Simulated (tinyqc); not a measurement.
Energy against coordination: Tersoff bond-order potential. Computed by tinyqc, a small Python program. Command: `OMP_NUM_THREADS=1 python tinyqc.py 3026426 3026427 out.jsonl tersoff walk`. One thread of a shared host (Intel(R) Xeon(R) Processor @ 2.30GHz), about 0.01 s of CPU time with the checks.

E = (1/2) sum_(i, j != i) [A exp(-lambda r_ij) - b_ij B exp(-mu r_ij)], b_ij = (1 + (beta zeta_ij)^n)^(-1/(2n)), zeta_ij = sum_(k != i, j) g(theta_ijk), g = 1 + c^2/d^2 - c^2/(d^2 + (h - cos theta)^2), with theta at atom i. Only nearest neighbours count (cut-off function 1 for them, 0 beyond).

Inputs (values chosen for the exercise, modelled on germanium):

| quantity | value | unit |
|---|---|---|
| A | 1774.6 | eV |
| B | 413.31 | eV |
| lambda | 2.4451 | 1/angstrom |
| mu | 1.7047 | 1/angstrom |
| beta | 8.9e-07 | - |
| n | 0.7459 | - |
| c | 109000 | - |
| d | 15.48 | - |
| h | -0.4336 | - |

Method. Angles seen from one bond (cos theta: count): chain -1: 1; graphitic -1/2: 2; diamond -1/3: 3; square net 0: 2, -1: 1; simple cubic 0: 4, -1: 1; bcc 1/3: 3, -1/3: 3, -1: 1; fcc 1/2: 4, 0: 2, -1/2: 4, -1: 1. With z equal bonds of order b, r = ln(lambda A/(mu b B))/(lambda - mu) and E per atom = -(z/2) b B exp(-mu r)(1 - mu/lambda).

Relaxed structures:

| structure | z | zeta | b | r (angstrom) | E per atom (eV) | E per bond (eV) |
|---|---|---|---|---|---|---|
| dimer | 1 | 0 | 1.0000 | 2.4552 | -0.9522 | -1.9044 |
| chain | 2 | 6.6289e+04 | 0.9262 | 2.5587 | -1.4786 | -1.4786 |
| graphitic | 3 | 1.8264e+03 | 0.9945 | 2.4627 | -2.8047 | -1.8698 |
| diamond | 4 | 6.2430e+03 | 0.9863 | 2.4738 | -3.6392 | -1.8196 |
| square net | 4 | 1.4403e+05 | 0.8771 | 2.6323 | -2.4702 | -1.2351 |
| simple cubic | 6 | 2.2177e+05 | 0.8395 | 2.6914 | -3.2066 | -1.0689 |
| bcc | 8 | 4.3674e+05 | 0.7640 | 2.8188 | -3.1314 | -0.7829 |
| fcc | 12 | 8.6643e+05 | 0.6684 | 2.9992 | -3.0213 | -0.5036 |

What follows from these numbers?

The lowest are diamond, simple cubic and bcc, the first two 0.433 eV apart. The bond order falls from 1 to 0.668 and the bond weakens from -1.90 to -0.50 eV, as b^(lambda/(lambda - mu)) with exponent 3.30. With the same z = 4 the square net lies 1.17 eV above diamond, from its angles alone. Caution: in bcc and other dense structures second neighbours can fall inside the usual cut-off; they are left out here.

Extremes, crossings and ranges named in words are read from the listed rows.
